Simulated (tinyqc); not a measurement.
Anneal temperature: kinetics of strain relaxation and threading dislocations in mismatched semiconductor layers. Computed by tinyqc, a small Python program. Command: `OMP_NUM_THREADS=1 python tinyqc.py 3016529 3016530 out.jsonl threading walk`. One thread of a shared host (Intel(R) Xeon(R) Processor @ 2.30GHz), about 0.01 s of CPU time with the checks.

60-degree dislocations on {111} planes of a (001) layer, isotropic elasticity. The Schmid factor is 1/sqrt(6), and a misfit segment relieves strain with b/2.

Inputs (values chosen for the exercise, modelled on Si(0.8)Ge(0.2) on Si): misfit f = 0.00872; shear modulus G = 64.5 GPa; Poisson ratio nu = 0.27; Burgers vector b = 3.88 angstrom; glide activation energy Q = 2.15 eV; velocity prefactor v0 = 39000 m/s per MPa; layer thickness h = 270 nm; anneal temperature T = 811 K; anneal time t = 2300 s; initial thread density rho_0 = 4.8e+06 1/cm^2; multiplication constant delta = 29000 1/m.

Sources: fixed density of threads.

Constants: k_B = 8.617333262e-05 eV/K.

Method:
- Excess resolved stress tau = (1/sqrt 6) [2 G (1 + nu)/(1 - nu)] (e - e_eq), e_eq = b (1 - nu/4) [ln(h/b) + 1]/(4 pi (1 + nu) h), the Matthews-Blakeslee strain of an uncapped layer; glide velocity v = v0 tau exp(-Q/(k_B T)), tau in MPa.
- Threads run in two directions, so de/dt = -(b/4) rho v, with rho fixed. With x = e - e_eq, x0 = f - e_eq (fully strained at t = 0) and v = m S x (m the mobility, S x = tau): x = x0 exp(-t/t_r), t_r = 4/(b rho_0 m S).
- The half time is that at which x = x0/2.

half time = 955.977 s

excess stress tau = 740.890 MPa

equilibrium strain e_eq = 6.33538e-04

After the time t:
```
T (K)  first velocity (micrometre/s)  relieved (%)  threads (1/cm^2)  half time (s)
688                       5.1465e-03         0.679          4.80e+06     2.3392e+05
712                       1.7474e-02         2.287          4.80e+06     6.8894e+04
740                       6.5799e-02         8.345          4.80e+06     1.8296e+04
762                       1.7417e-01        20.598          4.80e+06     6.9119e+03
788                       5.1304e-01        49.309          4.80e+06     2.3465e+03
806                       1.0405e+00        74.790          4.80e+06     1.1570e+03
831                       2.6405e+00        96.970          4.80e+06     4.5592e+02
871                       1.0483e+01       100.000          4.80e+06     1.1484e+02
```

The half time follows exp(Q/(k_B T)), a decade for each 57 K near 788 K. Relief goes from 21 % at 762 K to 74.8 % at 806 K: with a fixed density the onset is gradual, and more threads relax the layer sooner. Caution: rows with more than 50 % relieved leave out blocking by crossing misfit lines, which slows real layers.

Extremes, crossings and ranges named in words are read from the listed rows.
